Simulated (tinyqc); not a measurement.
What each parameter does: valley splitting in a one-orbital chain of atomic planes (second-neighbour model).

Each (001) plane carries one orbital with energy e0, hopping v to the next plane and u to the second: E(phi) = e0 + 2 v cos(phi) + 2 u cos(2 phi), where phi = pi - k a/4 (the sign of every second orbital is chosen so that v > 0, which shifts the phase by pi). The minimum lies at cos(phi0) = -v/(4u), phi0 = pi - (pi/2) k0 for a valley at k0 (2 pi/a), and e0 puts it at zero. A slab of N planes has hard walls: the matrix simply ends.

A well of Nw planes between barriers of 40 planes each (as of a SiGe alloy, taken as an offset alone). With x = j - 39.5 for plane j = 0, 1, ..., the potential is V0 (f(x) + f(Nw - x)) + F (j - 40) a/4, f(y) = 1/(1 + exp(y/L)), a step for L = 0; L is in planes, 4 L is about the distance over which f goes from 0.88 to 0.12, and 1 MV/m = 1e-4 V/angstrom.

Constants: hbar^2/2m0 = 3.80998211 eV angstrom^2.

Parameters, chosen for this exercise (near those of the Delta valleys of silicon; abrupt walls in this chain split the valleys several times more than measured wells; the results hold for these values, not for the real material): a = 5.436 angstrom (lattice constant; planes lie a/4 apart); k0 = 0.82 2 pi/a (position of the valley); ml = 0.974 m0 (longitudinal mass); V0 = 0.25 eV (barrier height); F = 8 MV/m (field); Nw = 52 (planes in the well).

Step interfaces (L = 0). u, v, e0 follow from 8 u sin^2(phi0) = (2c/ml)/(a/4)^2, v = -4u cos(phi0), e0 = 2u + v^2/(4u), c = hbar^2/2m0.

One parameter was then changed.

Results before and after:

| case | mean level (meV) | splitting (micro-eV) |
|---|---|---|
| base | 27.79 | 1143.0 |
| changed | 26.93 | 1139.9 |

Which of these changes was made? (a) Nw = 53; (b) k0 = 0.83 2 pi/a; (c) ml = 1.071 m0; (d) F = 16 MV/m; (e) V0 = 0.375 eV.

Answer: (c) ml = 1.071 m0. Of the candidates, run in turn, only this one gives the changed row.

All candidates:

| case | mean level (meV) | splitting (micro-eV) |
|---|---|---|
| base | 27.79 | 1143.0 |
| k0 = 0.83 2 pi/a | 27.79 | 1146.5 |
| ml = 1.071 m0 | 26.93 | 1139.9 |
| V0 = 0.375 eV | 28.37 | 1144.7 |
| F = 16 MV/m | 42.32 | 2267.3 |
| Nw = 53 | 27.78 | 1144.1 |

(tinyqc, `OMP_NUM_THREADS=1 python tinyqc.py 1451957 1451958 out.jsonl`, Intel(R) Xeon(R) Processor @ 2.30GHz, 1 thread, shared host, about 0.01 s.)
